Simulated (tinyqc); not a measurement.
Pressure series at fixed power: global model of a low-pressure process discharge: electron temperature, density, ion flux and ion energy. Computed by tinyqc, a small Python program. Command: `OMP_NUM_THREADS=1 python tinyqc.py 3112684 3112685 out.jsonl plasma walk`. One thread of a shared host (Intel(R) Xeon(R) Processor @ 2.30GHz), about 0.01 s of CPU time with the checks.

Maxwellian electrons with temperature T_e in eV, one positive ion, no negative ions, uniform bulk density n; rate constants have the Arrhenius form.

Inputs (values chosen for the exercise, of the order of those of an inductive discharge in a simple atomic gas):
```
quantity                      value   unit
ion mass M                       19      u
ionisation prefactor K0     6.3e-14  m^3/s
ionisation energy E_iz         13.3     eV
excitation prefactor X0     3.8e-14  m^3/s
excitation energy E_ex         8.18     eV
elastic rate constant K_el    5e-14  m^3/s
ion-neutral cross section   9.5e-19    m^2
gas temperature T_g             300      K
radius R                        9.4     cm
height L                         13     cm
absorbed power P                190      W
```

Constants: k_B = 1.380649e-23 J/K; e = 1.602176634e-19 C; u = 1.6605390666e-27 kg; m_0 = 9.1093837015e-31 kg.

Method:
- n_g = p/(k_B T_g), lambda_i = 1/(n_g sigma), K_iz = K0 exp(-E_iz/T_e), h_L = 0.86/sqrt(3 + L/(2 lambda_i)), h_R = 0.8/sqrt(4 + R/lambda_i), A_eff = 2 pi R^2 h_L + 2 pi R L h_R and d_eff = pi R^2 L/A_eff follow p.
- Particle balance: K0 exp(-E_iz/T_e) n_g d_eff = u_B, u_B = sqrt(e T_e/M).
- E_c = E_iz + (X0 exp(-E_ex/T_e) E_ex + K_el (3 m_0/M) T_e)/K_iz; E_T = E_c + (5/2) T_e + (T_e/2) ln(M/(2 pi m_0)); n = P/(e u_B A_eff E_T); J = e h_L n u_B. Pressures without a root below 2 E_iz are left out.

Against pressure:
```
p (Pa)  T_e (eV)  E_c (eV)  E_T (eV)  n (1/cm^3)  J (mA/cm^2)
0.1       4.1114     30.45     58.44  9.3923e+10       2.7904
0.2       3.1620     38.23     59.75  1.2131e+11       2.7387
0.5       2.3989     55.04     71.37  1.5485e+11       2.3031
1.0       2.0164     75.91     89.64  1.7644e+11       1.8384
2.0       1.7343    108.03    119.83  1.9294e+11       1.3772
5.0       1.4613    178.21    188.16  2.0600e+11       0.8781
10.0      1.3054    264.90    273.78  2.0985e+11       0.6037
20.0      1.1797    398.18    406.21  2.0941e+11       0.4070
```

What follows from these numbers?

T_e falls from 4.11 to 1.18 eV, n changes by a factor 2.2 and J by 0.15; in J = P h_L/(A_eff E_T), E_T changes by a factor 6.95.

Extremes, crossings and ranges named in words are read from the listed rows.
